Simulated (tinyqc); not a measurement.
Six-band hole subbands of a thin body in a field, step by step. Values are carried at full precision from step to step, so a last printed digit may differ when a step is redone from the rounded ones.

Constants: hbar^2/2m0 = 3.80998211 eV angstrom^2.

Inputs chosen for the exercise (near those of a p-type Si channel; not measured data):
- S = (7.68, -2.18, 12.67) 1/TPa (compliances s11, s12, s44)
- sx = 1 GPa (stress along the channel [1-10], negative in compression)
- b = -2.06 eV (tetragonal potential)
- d = -4.89 eV (trigonal potential)
- g1 = 4.28 (Luttinger gamma1)
- g2 = 0.34 (gamma2)
- g3 = 1.44 (gamma3)
- face = 111 (surface)
- Dso = 0.044 eV (spin-orbit splitting)
- t = 95 angstrom (body thickness)
- F = 0.2 MV/cm (field across the body)
- kmax = 0.06 1/angstrom (end of the path)

## Strain and its block

exx = eyy = (s11 + s12) sx/2, ezz = s12 sx, exy = -s44 sx/4 (1 GPa/TPa = 1e-3). With e0 the traceless part, B_XX = 2b e0xx - b (e0yy + e0zz) and B_XY = sqrt(3) d exy.

strain, lower triangle:
```
           x         y          z
x   0.002750
y  -0.003168  0.002750
z          0         0  -0.002180
```

B (eV), lower triangle:
```
          X         Y        Z
X  -0.01016
Y   0.02683  -0.01016
Z         0         0  0.02031
```

## Confinement masses without spin-orbit coupling

C(n n^T)/c has C_XX = (g1 + 4 g2) nx^2 + (g1 - 2 g2)(ny^2 + nz^2) and C_XY = 6 g3 nx ny, n the unit normal; its eigenvalues are the inverse masses along n.

C(n n^T)/c, lower triangle:
```
        X       Y       Z
X  4.2800
Y  2.8800  4.2800
Z  2.8800  2.8800  4.2800
```

masses (m0): 0.7143  0.7143  0.0996

## The matrix for one sine at q = 0

Basis X, Y, Z times spin, hole energies counted downwards from the unstrained edge (the hydrostatic shift is left out), c = hbar^2/2m0. For a symmetric tensor T let C(T) have C_XX = L Txx + M (Tyy + Tzz), C_XY = N Txy (cyclic), L = c (g1 + 4 g2), M = c (g1 - 2 g2), N = 6 c g3. k = q + kz n, n the unit normal, q = k1 u + k2 v with u along the channel [1-10] and v = n x u. H = C(k k^T) + (Dso/3)(1 - L.sigma) - B + e F z with (L_k)_ij = -i epsilon_kij; B is the block C built from the traceless strain with 2b, -b and sqrt(3) d in place of L, M, N. Strain: exx = eyy = (s11 + s12) sx/2, ezz = s12 sx, exy = -s44 sx/4. Hard walls at z = 0 and t; basis sin(j pi z/t), j = 1 to Nz: kz^2 = (j pi/t)^2, kz = -i D with D_jl = 4 j l/(t (j^2 - l^2)), z_jj = t/2 and z_jl = -8 t j l/(pi (j^2 - l^2))^2 for j + l odd; 1 MV/cm = 0.01 eV/angstrom.

Nz = 1, in meV.

H (meV), lower triangle (Hermitian):
```
               X+       Y+      Z+             X-      Y-      Z-
X+         137.66
Y+  -14.83-14.67i   137.66
Z+          12.00    12.00  107.19
X-              0        0   14.67         137.66
Y-              0        0  14.67i  -14.83+14.67i  137.66
Z-         -14.67  -14.67i       0          12.00   12.00  107.19
```

## Its levels

Diagonalise; the levels come in pairs. Give each pair and its weights on X, Y, Z, summed over spin and averaged over the pair.

levels (meV): 89.77  126.48  166.24

weights:
```
   pair 1  pair 2  pair 3
X   0.169   0.394   0.437
Y   0.169   0.394   0.437
Z   0.662   0.213   0.126
```

## More sines

The four lowest pairs at q = 0.

Hole energies (meV):
```
Nz  pair 1  pair 2  pair 3  pair 4
1    89.77  126.48  166.24       -
2    64.35  111.25  135.09  144.79
4    55.80  103.08  110.55  135.68
8    55.46  101.98  109.94  135.09
16   55.45  101.98  109.93  135.09
```

One sine is 34.32 meV off in the top subband, since the field mixes the sines. The second pair lies 46.5 meV deeper.

## Dispersion of the top subband

Nz = 14; the two lowest levels (spin-split where the field breaks inversion), in meV from their value at q = 0.

Energies (meV):
```
|q| (1/angstrom)    u a    u b    v a    v b
0.015              1.40   1.87   4.54   6.49
0.030              6.11   6.98  19.42  23.70
0.045             14.01  15.31  41.58  47.27
0.060             24.53  26.43  59.09  59.32
```

From the mean of each pair in the first row, c q^2/E gives 0.52 m0 along u and 0.16 m0 along v. The largest distance between a and b in the table is 5.69 meV. These masses hold for the first row only: the band bends further out.

## Checks

- Top level at q = 0 on (001) without field and stress against c (g1 - 2 g2)(pi/t)^2, eV: both 0.01500.
- Hermiticity, and E(q) against E(-q): they agree to 1e-10 or better.

tinyqc: `OMP_NUM_THREADS=1 python tinyqc.py 1282045 1282046 out.jsonl`; about 0.6 s, one thread, shared Intel(R) Xeon(R) Processor @ 2.30GHz.
